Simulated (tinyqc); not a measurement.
Which input was changed? Model: longitudinal sound in a periodic multilayer: transfer matrices, stop bands and folded phonons. Computed by tinyqc, a small Python program. Command: `OMP_NUM_THREADS=1 python tinyqc.py 3013793 3013794 out.jsonl multilayer which`. One thread of a shared host (Intel(R) Xeon(R) Processor @ 2.30GHz), about 0.08 s of CPU time with the checks.

Layers 1 and 2 repeat with period d = d_1 + d_2; waves travel normal to the layers, without loss. State vector (u, s): displacement u and stress divided by omega. Impedances Z = rho v are in 1e6 kg/(m^2 s).

Inputs (values chosen for the exercise, modelled on silica (layer 1), titanium nitride (layer 2) and gallium arsenide (substrate)): density rho_1 = 2.17 g/cm^3; velocity v_1 = 5980 m/s; thickness d_1 = 755 nm; density rho_2 = 5.5 g/cm^3; velocity v_2 = 10300 m/s; thickness d_2 = 2860 nm; substrate density = 5.36 g/cm^3; substrate velocity = 4750 m/s; periods N = 20.

Method:
- Z = rho v; interface reflection r = (Z_2 - Z_1)/(Z_2 + Z_1) (stress amplitude, from 1 into 2); Bragg frequency f_B = 1/[2 (d_1/v_1 + d_2/v_2)]; long-wave velocity v_eff = d/sqrt[(d_1/v_1)^2 + (d_2/v_2)^2 + (Z_1/Z_2 + Z_2/Z_1)(d_1/v_1)(d_2/v_2)].
- A layer maps (u, s) by [[cos p, sin p/Z], [-Z sin p, cos p]], p = 2 pi f d_i/v_i; one period is M = M_2 M_1, and cos(q d) = trace(M)/2.
- For N periods A = M^N. A wave comes from a thick layer of material 1 and leaves into the substrate (Z_s): transmitted power T = 4 Z_1 Z_s/|Z_1 A_22 + Z_s A_11 - i (Z_1 Z_s A_12 - A_21)|^2, reflected power R = 1 - T.
- Gap m contains m f_B; its edges, where trace(M)/2 = (-1)^m, are found by root search. Weak-contrast estimate of the width: (4 f_B/pi) |r sin(m pi a)|, a = (d_1/v_1)/(d_1/v_1 + d_2/v_2).

Question. One of these inputs alone was changed, within the range given: density rho_1 (1.085 to 4.34); velocity v_1 (2990 to 1.196e+04); thickness d_1 (377.5 to 1510); density rho_2 (2.75 to 11). Which one, and to what value?

Results:
```
run     transmitted power at f_B  lower edge (GHz)  long-wave velocity v_eff (m/s)
before              1.030818e-21         0.7419283                        7171.234
after               6.366281e-19         0.8429912                        7547.229
```

Answer.

Each candidate set to reproduce transmitted power at f_B, and what it then gives:
```
candidate                  range searched  value needed  lower edge (GHz)  long-wave velocity v_eff (m/s)
density rho_1 (g/cm^3)      1.085 to 4.34         2.615           0.80073                          7542.5
velocity v_1 (m/s)      2990 to 1.196e+04          6740           0.82039                          7740.1
thickness d_1 (nm)          377.5 to 1510         560.0           0.84299                          7547.2
density rho_2 (g/cm^3)         2.75 to 11         4.586           0.79921                          7533.3
```

Only thickness d_1 fits every result: it went from 755 to 560 nm. The next best candidate, velocity v_1, misses one result by 2.7 %.

Caution: so small a transmitted power at f_B holds only for perfect layers and strictly normal incidence.
